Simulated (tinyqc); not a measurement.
Mass anisotropy: shallow donor in an anisotropic valley (effective-mass theory).

One valley: H = -c [(d2/dx2 + d2/dy2)/mt + (d2/dz2)/ml] - q/(eps r), c = hbar^2/2m0, q = e^2/(4 pi eps0). Trial function exp(-sqrt((x^2 + y^2)/a^2 + z^2/b^2)) with a > b: T = (c/3)(2/(mt a^2) + 1/(ml b^2)), V = -(q/eps) atan(u/b)/u, u = sqrt(a^2 - b^2). The central cell of the impurity is left out.

Constants: hbar^2/2m0 = 3.80998211 eV angstrom^2; e^2/(4 pi eps0) = 14.39964547 eV angstrom; Ry = 13.60569312 eV; a0 (Bohr radius) = 0.5291772105 angstrom.

Inputs chosen for the exercise (out of a larger set: near those of a group-V donor in Si; not measured data):

| symbol | value | unit | meaning |
|---|---|---|---|
| mt | 0.192 | m0 | transverse mass |
| eps | 11.5 |  | dielectric constant |
| xs | (1.4, 2, 3.7, 6.2, 11, 20, 51, 200) |  | ratios ml/mt |

mt and eps fixed, ml varied. Energies in units of Ry*(mt) = Ry mt/eps^2 and lengths in a*(mt) = a0 eps/mt; the last two columns use one mass, 3/(1/ml + 2/mt) or (ml mt^2)^(1/3).

Results:

| ml/mt | a/a* | b/a | binding | conductivity mass | density-of-states mass |
|---|---|---|---|---|---|
| 1.40 | 0.932 | 0.887 | 1.115 | 1.105 | 1.119 |
| 2.00 | 0.870 | 0.782 | 1.241 | 1.200 | 1.260 |
| 3.70 | 0.781 | 0.630 | 1.467 | 1.321 | 1.547 |
| 6.20 | 0.720 | 0.526 | 1.660 | 1.388 | 1.837 |
| 11.0 | 0.665 | 0.431 | 1.874 | 1.435 | 2.224 |
| 20.0 | 0.620 | 0.351 | 2.090 | 1.463 | 2.714 |
| 51.0 | 0.565 | 0.255 | 2.403 | 1.485 | 3.708 |
| 200 | 0.512 | 0.160 | 2.789 | 1.496 | 5.848 |

The binding grows from 1.11 to 2.79 Ry*(mt); for ml going to infinity the exact problem becomes two-dimensional, with 4 Ry*. The conductivity mass saturates at 1.5 and underbinds, by 16 % at ml/mt = 6.2; the density-of-states mass errs by +11 % there and by +110 % in the last row. With these mt and eps one unit is 19.75 meV.

(tinyqc, `OMP_NUM_THREADS=1 python tinyqc.py 1282241 1282242 out.jsonl`, Intel(R) Xeon(R) Processor @ 2.30GHz, 1 thread, shared host, about 0.01 s.)
